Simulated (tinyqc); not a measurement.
# CMOS latch-up, two-transistor model: effect of the temperature

A parasitic pnp (emitter at Vdd, base shunted by Rw) and npn (emitter at ground, base shunted by Rs) feed each other: the npn collector current flows out of the pnp base node, the pnp collector current into the npn base node. Forward-active transistors with constant gains: Icn = Isn exp(Vn/Vt), Icp = Isp (exp(Vp/Vt) - 1). A current Ii is injected into the npn base node.

Isn, Isp and Von are given at 350 K; the currents scale as T^3 exp(-1.12 V/Vt), Von falls by 1.5 mV/K, gains and resistances are fixed. Node equations: Vp/Rw + Icp/bp = Icn and Vn/Rs + Icn/bn = Icp + Ii. Loop gain G = gn gp/[(1/Rw + gp/bp)(1/Rs + gn/bn)], gn = Icn/Vt, gp = (Icp + Isp)/Vt; the off state ends where G = 1, and Ii there is the trigger current. On state with both base-emitter voltages at Von: npn base current Ib = (Von/Rs + bp Von/Rw)/(bn bp - 1), holding current Ih = (bn + 1) Ib + Von/Rs, holding voltage Vh = Vsat + Von + R2 (Ib + Von/Rs).

Values chosen for this exercise; values close to those of bulk CMOS: current gain of the npn bn = 12; current gain of the pnp bp = 4.5; saturation current of the npn at the reference temperature Isn = 6.7e-13 A; saturation current of the pnp at the reference temperature Isp = 3.1e-12 A; substrate resistance shunting the npn Rs = 79 ohm; well resistance shunting the pnp Rw = 870 ohm; resistance from the pnp collector to the npn base R2 = 530 ohm; base-emitter voltage in the on state Von = 0.66 V; saturation voltage Vsat = 0.08 V; supply voltage Vdd = 3.3 V.

Constants: q = 1.602176634e-19 C, kB = 1.380649e-23 J/K, Vt = kB T/q. Results are converted to the units shown.

Result of one run:
```
Vn at trigger (V)  trigger current (mA)  Ih (mA)  Vh (V)
0.7699                            9.793    13.46   6.315
```

Which temperature T gave this result: 263, 383, 413 or 443 K?

T = 263 K.

The whole series:
```
T (K)  Vn at trigger (V)  trigger current (mA)  Ih (mA)  Vh (V)
233               0.8187                 10.42    14.23   6.670
263               0.7699                 9.793    13.46   6.315
293               0.7195                 9.147    12.70   5.960
323               0.6678                 8.480    11.93   5.605
353               0.6146                 7.794    11.16   5.250
383               0.5599                 7.086    10.40   4.895
413               0.5038                 6.356    9.631   4.540
443               0.4463                 5.601    8.865   4.185
```

As T goes from 233 to 443 K, the trigger current falls from 10.4 to 5.60 mA, Ih falls from 14.2 to 8.87 mA and Vh falls from 6.67 to 4.19 V. Vh exceeds the supply Vdd = 3.3 V, which then cannot sustain a latched state, in 8 of the 8 rows.

Program tinyqc, `OMP_NUM_THREADS=1 python tinyqc.py 2670122 2670123 out.jsonl`; Intel Xeon 2.30GHz, shared host, one thread, about 0.07 s.
